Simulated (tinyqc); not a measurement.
Threshold of a short bulk MOSFET: charge sharing, barrier lowering, narrow width: one step of the calculation.

n-channel device on a p-type body, depletion approximation, full ionisation. Uniform doping N = Na. Vbi from Boltzmann statistics is rough for the degenerate source. Cox = eps0 eox/tox.

Problem. Short-channel and narrow-width shifts. Charge sharing (trapezoid; it ignores Vds): F = (xj/L)(sqrt(1 + 2 Wd/xj) - 1), lowering = body term times F. Barrier lowering: th = exp(-L/(2 l)) + 2 exp(-L/l), lowering = th [2 (Vbi - 2 pB) + Vds], DIBL = th. Narrow width: rise = body term times xw Wd/W. VT by each model = VT0 - lowering + rise.

Values chosen for this exercise; band and dielectric values close to those of silicon: junction depth xj = 78 nm; drain-source voltage Vds = 1 V; gate width W = 1500 nm; shape factor of the fringing depletion at the width edges xw = 1.5708; channel length L = 290 nm.

2 pB = 0.81847482 V
Wd = 48.910719 nm
body term = 0.45954298 V
VT0 = 0.48801779 V
Vbi = 1.0047360 V
l = 25.914895 nm

Give: F; lowering by charge sharing; th; lowering of the barrier; DIBL; narrow-width rise; VT, charge sharing; VT, barrier lowering.

Solution.

F = 0.1349
lowering by charge sharing = 61.97 mV
th = 0.003743
lowering of the barrier = 5.138 mV
DIBL = 3.743 mV/V
narrow-width rise = 23.54 mV
VT, charge sharing = 0.4496 V
VT, barrier lowering = 0.5064 V

L is 11.2 scale lengths. The charge-sharing lowering is 12.1 times the barrier lowering; the first falls off as 1/L and the second exponentially. Both describe the same loss of gate control, so they are alternatives and are not added.

Numbers from tinyqc (`OMP_NUM_THREADS=1 python tinyqc.py 2002102 2002103 out.jsonl`; about 0.01 s on one thread of a shared Intel Xeon 2.30GHz).
